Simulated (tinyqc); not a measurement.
# Bloch-Grueneisen resistivity of a metal, step by step

A worked calculation. Computed by tinyqc, a small Python program that keeps every step. Command: `OMP_NUM_THREADS=1 python tinyqc.py 3019667 3019668 out.jsonl bg walk`. One thread of a shared host (Intel(R) Xeon(R) Processor @ 2.30GHz), about 0.01 s of CPU time with the checks. Intermediate numbers are printed to about 6 digits and carried at full precision; extremes and crossings named in words are read from the listed rows.

Electrons scatter from a Debye spectrum of phonons (n = 5 for scattering within one band, n = 3 for scattering into a second, heavy band) and from static defects.

Inputs (values chosen for the exercise, modelled on aluminium):
```
quantity                      value         unit
exponent n                        5            -
Debye temperature Theta         414            K
transport coupling lambda_tr   0.32            -
Drude plasma energy hbar w_p     12           eV
residual resistivity rho_0    0.063  microohm cm
temperature T                    77            K
```

Addition: none.

Constants: k_B = 1.380649e-23 J/K; hbar = 1.054571817e-34 J s; eps_0 = 8.8541878128e-12 F/m; hbar = 6.582119569e-16 eV s; k_B = 8.617333262e-05 eV/K.

## Scale of the phonon resistivity

rho_ph = (n - 1) rho_1 (T/Theta)^n J_n(Theta/T), with rho_1 = 2 pi lambda_tr k_B Theta/(hbar eps_0 w_p^2), the high-temperature line at T = Theta.

rho_1 = 3.70303 microohm cm

## The integral and the phonon part

J_n(y) = int_0^y x^n e^x/(e^x - 1)^2 dx, by 96 Gauss-Legendre points (upper limit at most 60).

Theta/T = 5.37662

J_n = 58.2468

phonon resistivity rho_ph = 0.192018 microohm cm

This is 27.9 % of the straight line rho_1 T/Theta.

## Total resistivity and derived numbers

Matthiessen's rule: rho = rho_0 + rho_ph. Temperature coefficient (1/rho) d rho/dT by a central difference of +/- 0.5 K; residual ratio rho(295 K)/rho(4.2 K); scattering time tau = 1/(eps_0 w_p^2 rho); Wiedemann-Franz kappa = L_0 T/rho, L_0 = (pi^2/3)(k_B/e)^2.

resistivity rho = 0.255018 microohm cm

temperature coefficient = 29.9671 1e-3/K

residual resistance ratio = 38.6187

scattering time = 133.245 fs

Wiedemann-Franz conductivity = 737.640 W/(m K)

The coefficient is 2.31 times 1/T; it exceeds 1/T because the phonon part, extended linearly, meets zero above T = 0. Caution: below about Theta/2 small-angle phonon scattering degrades heat flow more than charge flow, so a thermal conductivity taken from rho by the Wiedemann-Franz law would be too high.

## Limits of the phonon part

Low T: (n - 1) n! zeta(n) rho_1 (T/Theta)^n. High T: rho_1 (T/Theta) [1 - (n - 1)/(12 (n + 1)) (Theta/T)^2].

Resistivities (microohm cm):
```
T (K)       rho_ph    low-T law  straight line  line with correction  total rho
12     3.77096e-05  3.77096e-05        0.10733                     -    0.06304
21     6.18877e-04  6.18931e-04        0.18784                     -    0.06362
33     5.84848e-03  5.93083e-03        0.29517                     -    0.06885
50     3.97338e-02  4.73583e-02        0.44723                     -    0.10273
83     2.39899e-01  5.96947e-01        0.74240                     -    0.30290
140    7.99339e-01  8.15053e+00        1.25223               0.64388    0.86234
210    1.52534e+00  6.18931e+01        1.87835               1.47278    1.58834
330    2.70811e+00  5.93083e+02        2.95169               2.69360    2.77111
500    4.30621e+00  4.73583e+03        4.47226               4.30192    4.36921
830    7.32229e+00  5.96947e+04        7.42396               7.32134    7.38529
```

The low-T law holds to 10 % up to 33 K, the straight line from 330 K on. The local exponent of rho_ph falls from 5.00 to 1.05. Phonons overtake the residual resistivity between 50.0 and 83.0 K.

Checks made by the program: J_n at large argument against n! zeta(n) (relative difference below 1e-10).
